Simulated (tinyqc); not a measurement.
Undoped symmetric double-gate MOSFET, analytic potential model: two steps of the calculation.

An undoped body of thickness ts between two equal insulators and tied gates; long channel, electrons only, n = ni exp((psi - V)/Vt) with V the quasi-Fermi potential (0 at the source, Vd at the drain), constant mobility, no quantisation. Across the body psi(x) = V - 2 Vt ln[(ts/(2 beta)) sqrt(q ni/(2 eps0 eps_r Vt)) cos(2 beta x/ts)], x from the centre. Q is the electron charge per area of the whole body.

Values chosen for this exercise; material values close to those of germanium:
- T = 400 K (temperature)
- Eg = 0.648 eV (band gap)
- eps_r = 16.2 (relative permittivity of the semiconductor)
- Nc = 1.6e19 cm^-3 (conduction-band density of states at T)
- Nv = 9.27e18 cm^-3 (valence-band density of states at T)
- eox = 7.59 (relative permittivity of the gate insulator)
- tox = 1.4 nm (insulator thickness)
- ts = 12 nm (body thickness)
- dphi = 0 V (gate work function less that of the intrinsic body)

Constants: q = 1.602176634e-19 C, kB = 1.380649e-23 J/K, Vt = kB T/q, eps0 = 8.8541878128e-14 F/cm where lengths are in cm. Results are converted to the units shown.

Question 1. Constants of the body. ni = sqrt(Nc Nv) exp(-Eg/(2 Vt)), Eg in volts; r = eps_r tox/(eox ts); V0 = dphi + 2 Vt ln[(2/ts) sqrt(2 eps0 eps_r Vt/(q ni))].

Find: ni; r; V0.

Answer 1.

ni = 1.008e15 cm^-3
r = 0.2490
V0 = 0.2564 V

Question 2. Potential and electron density across the body at the source. psi(x) as above with V = 0 and beta = beta_s; n = ni exp(psi/Vt).

x/ts, point 0 to 6: 0  0.1  0.2  0.3  0.4  0.45  0.5
beta_s = 1.3807612
ni = 1.0078120e15 cm^-3

Give: psi; n.

Answer 2.

```
point  psi (V)  n (cm^-3)
0      0.27866  3.2685e18
1      0.28132  3.5310e18
2      0.28976  4.5099e18
3      0.30565  7.1522e18
4      0.33379  1.6178e19
5      0.35673  3.1474e19
6      0.39355  9.1605e19
```

The density at the surface is 28.0 times that at the centre (1/cos^2 beta). It reaches 5.7 Nc, where Boltzmann statistics overestimate it.

Program tinyqc, `OMP_NUM_THREADS=1 python tinyqc.py 2440013 2440014 out.jsonl`; Intel Xeon 2.30GHz, shared host, one thread, about 0.01 s.
